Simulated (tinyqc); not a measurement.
Worked calculation: plane-wave Kohn-Sham cycle with exchange-only LDA in a layered model solid. Computed by tinyqc, a small Python program that keeps every step. Settings: points = 16, plane-wave index or count = 2, electrons = 2, k points = 4, area = 17.0, mixing = 0.5, iteration cap = 59, Pulay depth = 3. Command: `OMP_NUM_THREADS=1 python tinyqc.py 20895 20896 out.jsonl` (the two numbers bound the seeds that draw the settings). One thread of a shared host (Intel(R) Xeon(R) Processor @ 2.60GHz), about 0.01 s of CPU time with the checks. Later iterations appear only in the table of the cycle.

## Iteration 1: potential

A solid whose potential varies along x alone (atomic units):
```
parameter                      value
period a                    5.900000
cross-section of the cell  17.000000
electrons per cell                 2
grid points                       16
plane waves -n..n, n               2
k points                           4
V1 in V1 cos(2 pi x/a)     -0.530000
V2 in V2 cos(4 pi x/a)     -0.220000
```

density at the start, on the grid x_j = j a/N (e/bohr^3): 0.0199402  0.0199402  0.0199402  0.0199402  0.0199402  0.0199402  0.0199402  0.0199402  0.0199402  0.0199402  0.0199402  0.0199402  0.0199402  0.0199402  0.0199402  0.0199402

V_H(G) = 4 pi rho(G)/G^2 for G != 0 (uniform background); v_x = -(3 rho/pi)^(1/3); V = V_ext + V_H + v_x; Fourier components f(G_m) = (1/N) sum_j f(x_j) exp(-i G_m x_j).

Potentials on the grid (hartree):
```
x           V_ext      V_H       v_x         V
0.00000  -0.75000  0.00000  -0.26703  -1.01703
0.36875  -0.64522  0.00000  -0.26703  -0.91225
0.73750  -0.37477  0.00000  -0.26703  -0.64180
1.10625  -0.04726  0.00000  -0.26703  -0.31429
1.47500   0.22000  0.00000  -0.26703  -0.04703
1.84375   0.35839  0.00000  -0.26703   0.09135
2.21250   0.37477  0.00000  -0.26703   0.10773
2.58125   0.33409  0.00000  -0.26703   0.06706
2.95000   0.31000  0.00000  -0.26703   0.04297
3.31875   0.33409  0.00000  -0.26703   0.06706
3.68750   0.37477  0.00000  -0.26703   0.10773
4.05625   0.35839  0.00000  -0.26703   0.09135
4.42500   0.22000  0.00000  -0.26703  -0.04703
4.79375  -0.04726  0.00000  -0.26703  -0.31429
5.16250  -0.37477  0.00000  -0.26703  -0.64180
5.53125  -0.64522  0.00000  -0.26703  -0.91225
```

V(G_m), m = 0, 1, 2, ... (hartree): -0.26703  -0.26500  -0.11000  0.00000  0.00000

## Iteration 1: Hamiltonian at one k

k = 0.12500 2 pi / a

H(m,m') = (k + G_m)^2/2 delta + V(G_m - G_m'), with V(-G) = V(G).

H (hartree):
```
          -2        -1        +0        +1        +2
-2   1.72652  -0.26500  -0.11000   0.00000   0.00000
-1  -0.26500   0.16712  -0.26500  -0.11000   0.00000
+0  -0.11000  -0.26500  -0.25817  -0.26500  -0.11000
+1   0.00000  -0.11000  -0.26500   0.45065  -0.26500
+2   0.00000   0.00000  -0.11000  -0.26500   2.29358
```

## Iteration 1: levels at that k

Diagonalise the Hermitian matrix.

eigenvalues (hartree): -0.50367  0.26519  0.51198  1.77300  2.33319

## Iteration 1: new density

Motion across x is left out: the lowest 1 band(s) hold two electrons at each of the k points (j + 1/2)/nk - 1/2. Residual R = rho(out) - rho(in); rho(new) = rho(in) + 0.5 R. rho(out) = 2/(a A nk) sum |psi|^2 with psi = sum c exp(i G x). Harris energy E = band energy - dV sum rho (V_H/2 + v_x) + (3/4) dV sum rho v_x with rho(in), dV = a A/N, band energy = (2/nk) sum of the filled levels.

rho(out) (e/bohr^3): 0.0601785  0.0534826  0.0375965  0.0210918  0.0097569  0.0040647  0.0018278  0.0011216  0.0009806  0.0011216  0.0018278  0.0040647  0.0097569  0.0210918  0.0375965  0.0534826

density after iteration 1 (e/bohr^3): 0.0400594  0.0367114  0.0287684  0.0205160  0.0148485  0.0120024  0.0108840  0.0105309  0.0104604  0.0105309  0.0108840  0.0120024  0.0148485  0.0205160  0.0287684  0.0367114

energy per cell = -0.8621553 hartree

## Iteration 2: potential

As before.

Potentials on the grid (hartree):
```
x           V_ext       V_H       v_x         V
0.00000  -0.75000   0.16788  -0.33694  -0.91907
0.36875  -0.64522   0.15118  -0.32728  -0.82132
0.73750  -0.37477   0.10650  -0.30174  -0.57000
1.10625  -0.04726   0.04677  -0.26958  -0.27007
1.47500   0.22000  -0.01434  -0.24204  -0.03638
1.84375   0.35839  -0.06716  -0.22547   0.06576
2.21250   0.37477  -0.10666  -0.21823   0.04987
2.58125   0.33409  -0.13079  -0.21585  -0.01254
2.95000   0.31000  -0.13888  -0.21536  -0.04424
3.31875   0.33409  -0.13079  -0.21585  -0.01254
3.68750   0.37477  -0.10666  -0.21823   0.04987
4.05625   0.35839  -0.06716  -0.22547   0.06576
4.42500   0.22000  -0.01434  -0.24204  -0.03638
4.79375  -0.04726   0.04677  -0.26958  -0.27007
5.16250  -0.37477   0.10650  -0.30174  -0.57000
5.53125  -0.64522   0.15118  -0.32728  -0.82132
```

V(G_m), m = 0, 1, 2, ... (hartree): -0.25954  -0.21893  -0.11130  0.00021  0.00026

## Iteration 2: Hamiltonian at one k

k = 0.12500 2 pi / a

As before.

H (hartree):
```
          -2        -1        +0        +1        +2
-2   1.73401  -0.21893  -0.11130   0.00021   0.00026
-1  -0.21893   0.17461  -0.21893  -0.11130   0.00021
+0  -0.11130  -0.21893  -0.25068  -0.21893  -0.11130
+1   0.00021  -0.11130  -0.21893   0.45814  -0.21893
+2   0.00026   0.00021  -0.11130  -0.21893   2.30107
```

## Iteration 2: levels at that k

As before.

eigenvalues (hartree): -0.43674  0.24978  0.50650  1.76786  2.32975

## Iteration 2: new density

B (overlaps of the stored error matrices):
```
               1              2
1  6.9307934e-03  3.1304010e-03
2  3.1304010e-03  1.4157281e-03
```

Motion across x is left out: the lowest 1 band(s) hold two electrons at each of the k points (j + 1/2)/nk - 1/2. Residual R = rho(out) - rho(in); rho(new) = rho(in) + 0.5 R; Pulay mixing then takes sum c_i of the stored mixed densities, with c from B_ij = sum R_i R_j as in DIIS. rho(out) = 2/(a A nk) sum |psi|^2 with psi = sum c exp(i G x). Harris energy E = band energy - dV sum rho (V_H/2 + v_x) + (3/4) dV sum rho v_x with rho(in), dV = a A/N, band energy = (2/nk) sum of the filled levels.

rho(out) (e/bohr^3): 0.0577898  0.0516590  0.0370143  0.0215593  0.0106354  0.0048854  0.0024747  0.0016570  0.0014828  0.0016570  0.0024747  0.0048854  0.0106354  0.0215593  0.0370143  0.0516590

DIIS coefficients: -0.82210  1.82210

density after iteration 2 (e/bohr^3): 0.0562127  0.0503295  0.0362808  0.0214665  0.0110102  0.0055185  0.0032227  0.0024463  0.0022814  0.0024463  0.0032227  0.0055185  0.0110102  0.0214665  0.0362808  0.0503295

energy per cell = -0.7706958 hartree

## Convergence

Stop when sqrt(dV sum R^2) is below 1e-8, dV = a A/N.

Course of the cycle:
```
iteration  E (hartree)  norm of the residual
1           -0.8621553              2.08e-01
2           -0.7706958              9.42e-02
3           -0.7489613              3.91e-03
4           -0.7489883              2.28e-03
5           -0.7489806              4.04e-05
6           -0.7489806              1.40e-06
7           -0.7489806              6.92e-07
8           -0.7489806              8.63e-08
9           -0.7489806              3.45e-08
10          -0.7489806              1.18e-08
11          -0.7489806              1.54e-09
```

Converged in 11 iterations. Before convergence this energy mixes input and output and is not variational, so it may rise towards its limit.
